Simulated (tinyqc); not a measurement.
From results back to parameters: eight-band Kane k.p model. Four cases, with inputs chosen for the exercise.

Problem. In the Kane model 1/m = A_r + Ep (Eg + 2 Dso/3)/(Eg (Eg + Dso)) and the Roth formula gives g* = 2 - 2 Ep Dso/(3 Eg (Eg + Dso)). The mass and the g factor below were computed from hidden Ep and Dso.

Find: X; Y; Ep; Dso.

Method. Let X = 1/m - A_r and Y = (2 - g*)/2. Then X + Y = Ep/Eg and X - 2 Y = Ep/(Eg + Dso).

Case 1.

Values chosen (out of a larger set: near those of GaP; not measured data): Eg = 3.056 eV (gap at Gamma to the s-like level); A_r = 0.2 (remote-band term in 1/m).

m = 0.0924942 m0
g* = 1.82246

Solution.

X = 10.611
Y = 0.089
Ep = 32.70 eV
Dso = 0.078 eV

Case 2.

Values chosen (out of a larger set: near those of AlAs; not measured data): Eg = 3.031 eV (gap at Gamma to the s-like level); A_r = 1 (remote-band term in 1/m).

m = 0.1227007 m0
g* = 1.58521

Solution.

X = 7.150
Y = 0.207
Ep = 22.30 eV
Dso = 0.280 eV

Case 3.

Values chosen (out of a larger set: near those of InSb; not measured data): Eg = 0.242 eV (gap at Gamma to the s-like level); A_r = 0 (remote-band term in 1/m).

m = 0.0140019 m0
g* = -47.72426

Solution.

X = 71.419
Y = 24.862
Ep = 23.30 eV
Dso = 0.832 eV

Case 4.

Values chosen (out of a larger set: near those of AlAs; not measured data): Eg = 3.102 eV (gap at Gamma to the s-like level); A_r = 0 (remote-band term in 1/m).

m = 0.1511725 m0
g* = 1.62580

Solution.

X = 6.615
Y = 0.187
Ep = 21.10 eV
Dso = 0.279 eV

Computed by tinyqc, one run a case: `OMP_NUM_THREADS=1 python tinyqc.py N N+1 out.jsonl` with N = 1050421, 1050429, 1050442, 1050462; one thread of a shared Intel(R) Xeon(R) Processor @ 2.30GHz, about 0.1 s a run at most.
